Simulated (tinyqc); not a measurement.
Hubbard ring of 4 sites, step by step. Computed by tinyqc, a small Python program that keeps every step. Settings: hopping = 1.63, U = 3.7, mixing = 0.5, iteration cap = 65. Command: `OMP_NUM_THREADS=1 python tinyqc.py 23526 23527 out.jsonl` (the two numbers bound the seeds that draw the settings). One thread of a shared host (Intel(R) Xeon(R) Processor @ 2.60GHz), about 0.2 s of CPU time with the checks. Later iterations appear only in the table of the cycle.

## Mean-field iteration 1

one-body matrix (hopping and site energies) (eV), lower triangle:
```
           1          2          3         4
1   0.330000
2  -1.630000   1.000000
3   0.000000  -1.630000  -0.020000
4  -1.630000   0.000000  -1.630000  0.610000
```

U = 3.700000 eV

electrons, up and down: 2  2

mixing = 0.500000

n(up) at the start (a guess, not normalised): 1 0.500000, 2 0.500000, 3 0.500000, 4 0.500000

n(down) at the start (a guess): 1 0.500000, 2 0.500000, 3 0.500000, 4 0.500000

H(up) = T + U n(down), H(down) = T + U n(up); fill the lowest levels; n(new) = n + mixing (n(out) - n); E = tr T (rho up + rho down) + U sum n_up n_down of the output.

levels, up (eV): -0.956585  2.006699  2.652851  5.617035

levels, down (eV): -0.956585  2.006699  2.652851  5.617035

energy = -0.485855 eV

n(up) after iteration 1: 1 0.625303, 2 0.350798, 3 0.647996, 4 0.375903

n(down) after iteration 1: 1 0.625303, 2 0.350798, 3 0.647996, 4 0.375903

## Mean-field iteration 2

As before.

levels, up (eV): -0.941188  2.150044  2.510104  5.601040

levels, down (eV): -0.941188  2.150044  2.510104  5.601040

energy = 0.802040 eV

n(up) after iteration 2: 1 0.421773, 2 0.546326, 3 0.452045, 4 0.579856

n(down) after iteration 2: 1 0.421773, 2 0.546326, 3 0.452045, 4 0.579856

## Mean-field iteration 3

As before.

levels, up (eV): -0.982387  1.773028  2.886603  5.642756

levels, down (eV): -0.982387  1.773028  2.886603  5.642756

energy = -0.318983 eV

n(up) after iteration 3: 1 0.600245, 2 0.370138, 3 0.628304, 4 0.401313

n(down) after iteration 3: 1 0.600245, 2 0.370138, 3 0.628304, 4 0.401313

## Convergence

Each step fills the lowest levels of T + U n(other spin) and sets n(new) = n + mixing (n(out) - n); stop when output and input agree to 1e-8.

Course of the cycle:

| iteration | E (eV) | largest \|n(out) - n(in)\| | mean \|n_up - n_down\| |
|---|---|---|---|
| 1 | -0.48585507 | 2.98e-01 | 0.000000 |
| 2 | 0.80204003 | 4.08e-01 | 0.000000 |
| 3 | -0.31898275 | 3.57e-01 | 0.000000 |
| 4 | 0.72854328 | 3.76e-01 | 0.000000 |
| 5 | -0.29533018 | 3.70e-01 | 0.000000 |
| 6 | 0.71890490 | 3.72e-01 | 0.000000 |
| 7 | -0.29233056 | 3.71e-01 | 0.000000 |
| 8 | 0.71768721 | 3.71e-01 | 0.000000 |
| 9 | -0.29195647 | 3.71e-01 | 0.000000 |
| 10 | 0.71753608 | 3.71e-01 | 0.000000 |
| 11 | -0.29190992 | 3.71e-01 | 0.000000 |
| ... | ... | ... | ... |
| 55 | -0.29190331 | 3.71e-01 | 0.000000 |
| 56 | 0.71751467 | 3.71e-01 | 0.000000 |
| 57 | -0.29190331 | 3.71e-01 | 0.000000 |
| 58 | 0.71751467 | 3.71e-01 | 0.000000 |
| 59 | -0.29190331 | 3.71e-01 | 0.000000 |
| 60 | 0.71751467 | 3.71e-01 | 0.000000 |
| 61 | -0.29190331 | 3.71e-01 | 0.000000 |
| 62 | 0.71751467 | 3.71e-01 | 0.000000 |
| 63 | -0.29190331 | 3.71e-01 | 0.000000 |
| 64 | 0.71751467 | 3.71e-01 | 0.000000 |
| 65 | -0.29190331 | 3.71e-01 | 0.000000 |

Not converged within 65 iterations: the residual has stopped falling: the iteration swings between two states. The lowest mean-field energy found from random starts is -2.20271 eV. Reruns (cap 100 unless said): mixing 0.2: not converged; mixing 0.9: not converged; the original settings with a cap of 400: not converged.

## Exact diagonalisation (36 states)

Lowest levels of the sector, and the double occupancy of the lowest state.

lowest levels (eV): -2.521885  -2.252835  -1.260448  -0.119833  -0.013544  -0.007369

double occupancy per site = 0.107567

## The lowest level by Lanczos steps

From a random start vector (not printed): a_j = <q_j|H|q_j>, b_j = norm of the remainder after orthogonalising; the Ritz value is the lowest eigenvalue of the tridiagonal matrix of a and b so far.

Lanczos:

| j | a_j (eV) | b_j (eV) | lowest Ritz value (eV) |
|---|---|---|---|
| 1 | 5.161435 | 4.482009 | 5.16143507 |
| 2 | 5.600789 | 4.065705 | 0.89372308 |
| 3 | 5.618550 | 4.579420 | -0.57255393 |
| 4 | 7.428539 | 4.017804 | -1.24814264 |
| 5 | 7.546360 | 4.487362 | -1.45383176 |
| 6 | 4.124362 | 4.743156 | -1.62825612 |
| 7 | 4.509602 | 3.173879 | -2.23921534 |
| 8 | 7.667159 | 3.634106 | -2.45364297 |
| 9 | 5.624131 | 3.381299 | -2.50138341 |
| 10 | 4.149464 | 2.513739 | -2.51754184 |
